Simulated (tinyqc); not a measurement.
What moves the results: strain-driven crossing of the Gamma and L valleys in a germanium-like crystal alloyed with tin. A value that a table varies takes the place of the one given here.

Biaxial loads: e0 is the in-plane strain e_par and the normal is free. (001): e_perp = -2 (C12/C11) e_par; exx = eyy = e_par, ezz = e_perp, no shear. (111): e_perp = -(2 C11 + 4 C12 - 4 C44)/(C11 + 2 C12 + 4 C44) e_par; exx = eyy = ezz = (2 e_par + e_perp)/3 and exy = eyz = ezx = (e_perp - e_par)/3. (110): e_perp = -(C11 + 3 C12 - 2 C44)/(C11 + C12 + 2 C44) e_par; exx = eyy = (e_par + e_perp)/2, ezz = e_par, exy = (e_perp - e_par)/2, eyz = ezx = 0. Uniaxial loads: a stress along n, scaled so that n.e.n = e0, with exx = s11 sxx + s12 (syy + szz), exy = s44 sxy/2, s11 = (C11 + C12)/((C11 - C12)(C11 + 2 C12)), s12 = -C12/((C11 - C12)(C11 + 2 C12)), s44 = 1/C44.

Edges from the unstrained valence top: Gamma at Eg + ac tr(e); an L valley with unit axis u at EgL + aL tr(e) + XuL (u.e.u - tr(e)/3), u along [111], [1-1-1], [-11-1], [-1-11]; valence edges are the levels of the 6 x 6 matrix of X, Y, Z times spin with -Dso/3 + l exx + m (eyy + ezz) on the diagonal (cyclic), n exy off it, l = av + 2 b, m = av - b, n = sqrt(3) d. Spin-orbit term (Dso/3) L.sigma on X, Y, Z with (L_k)_ij = -i epsilon_kij: <X+|H|Y+> = -i Dso/3, <X+|H|Z-> = Dso/3, <Y+|H|Z-> = -i Dso/3, <Z+|H|X-> = -Dso/3, <Z+|H|Y-> = i Dso/3, <X-|H|Y-> = i Dso/3, and their conjugates; + and - are the spin along z.

With tin the unstrained gaps become E(y) = (1 - y) E + y EgS - CS y (1 - y); all other values are kept.
Constants: kB = 8.617333262e-05 eV/K.

Values chosen for the exercise (near those of Ge, gaps at low temperature; the results hold for these values, not for the real material): Eg = 0.891 eV (gap at Gamma to the s-like level); EgL = 0.759 eV (gap to L); Dso = 0.284 eV (spin-orbit splitting); ac = -8.35 eV (conduction deformation potential); av = 1.25 eV (valence hydrostatic potential); b = -2.51 eV (tetragonal shear potential); d = -5.28 eV (trigonal shear potential); aL = -1.45 eV (hydrostatic potential of the L edge, Xd + Xu/3); XuL = 17.07 eV (uniaxial potential, L); y = 0.038 (tin fraction); EgS = (-0.388, 0.094) eV (Gamma and L gaps of the tin end); CS = (2.87, 0.78) eV (bowing of the Gamma and L gaps); C11 = 130.8 GPa; C12 = 47.6 GPa; C44 = 67 GPa; load = uniaxial [110] (kind of strain); mG = 0.0402 m0 (mass at Gamma); mL = 0.548 m0 (density-of-states mass of the four L valleys together); T = 300 K (temperature); e0 = -0.0477 (size of the strain).

## Which strain makes the gap direct

For tension the difference Gamma minus lowest L is linear in e0; slope per 1 % and the e0 at which it vanishes (a dash: no crossing below 15 %), with the gap there.

Results:
```
load            slope (meV per 1 %)  crossing e0 (%)  gap at the crossing (eV)
biaxial (001)                 -87.8             0.37                     0.675
biaxial (110)                 -24.8             1.30                     0.472
biaxial (111)                  43.9                -                         -
uniaxial [100]                -32.2             1.00                     0.661
uniaxial [111]                 -3.4             9.36                    -0.209
uniaxial [110]                 16.6                -                         -
```

The smallest strain is needed for biaxial (001) (0.37 %), then uniaxial [100] (1.00 %). No crossing below 15 % is found for biaxial (111) and uniaxial [110]: shear splits the L valleys and pulls the lowest down as fast as or faster than Gamma. Loads without off-diagonal strain, (001) and [100], gain (ac - aL) tr(e) = -69 meV per 1 % of volume. Crossings beyond about 3 % are sensitive to second-order terms, left out here. For uniaxial [111] the slope is a near cancellation, so terms beyond this linear model decide. A gap at or below zero marks a crossing beyond the range of this linear model.

## Sweep of a uniaxial [110] strain

The valence splitting is the distance of the top two edges. Share in Gamma = mG^(3/2)/(mG^(3/2) + (mL^(3/2)/4) sum_i exp(-(E_Li - E_Gamma)/kT)).

Results:
```
e0 (%)  direct gap (eV)  indirect gap (eV)  Gamma - L (meV)  valence splitting (meV)  share in Gamma (%)
-1.68             0.761              0.558              202                      133             0.00158
-0.64             0.750              0.653               97                       47              0.0882
0.40              0.700              0.661               39                       26               0.754
1.44              0.602              0.546               56                       81               0.451
2.48              0.504              0.431               73                      118               0.233
3.52              0.405              0.315               91                      143               0.120
4.56              0.306              0.198              108                      161              0.0615
5.60              0.206              0.081              125                      176              0.0316
```

The gap stays indirect over the sweep. This load splits the L valleys, and the lowest set changes where e0 changes sign, which bends the column Gamma - L. The direct gap goes from 0.761 to 0.206 eV; of that change -0.126 eV comes from the rise of the valence top through the shear terms and the rest from the volume. The share in Gamma goes from 0.00158 to 0.0316 %, with a peak of 0.754 % at e0 = 0.40 % among these rows. Beyond about 3 % terms of second order in the strain, left out here, matter.

## What each parameter does

Direct gap, Gamma minus the lowest L edge and the valence splitting. Each row changes one parameter from the base and keeps the others.

Results:
```
case              direct gap (eV)  Gamma - L (meV)  valence splitting (meV)
base                       0.7582            515.2                    417.5
Dso = 0.2414 eV            0.7514            515.2                    423.2
e0 = -0.04054              0.7611            442.7                    349.7
d = -4.488 eV              0.7893            515.2                    363.8
av = 1.0625 eV             0.7527            515.2                    417.5
XuL = 19.6305 eV           0.7582            557.4                    417.5
b = -2.8865 eV             0.7440            515.2                    430.6
C12 = 40.46 GPa            0.7846            532.9                    412.8
```

The largest shifts from the base row, up to three for each result and ties (the steps differ in size, so this ranks the rows, not the parameters). direct gap (eV): d +0.0311, C12 +0.0264, b -0.0142; unchanged at the printed digits by XuL. Gamma - L (meV): e0 -72.5, XuL +42.1, C12 +17.7; unchanged at the printed digits by Dso, d, av and b. valence splitting (meV): e0 -67.8, d -53.7, b +13.1; unchanged at the printed digits by av and XuL.

(tinyqc, `OMP_NUM_THREADS=1 python tinyqc.py 1081132 1081133 out.jsonl`, Intel(R) Xeon(R) Processor @ 2.30GHz, 1 thread, shared host, about 0.01 s.)
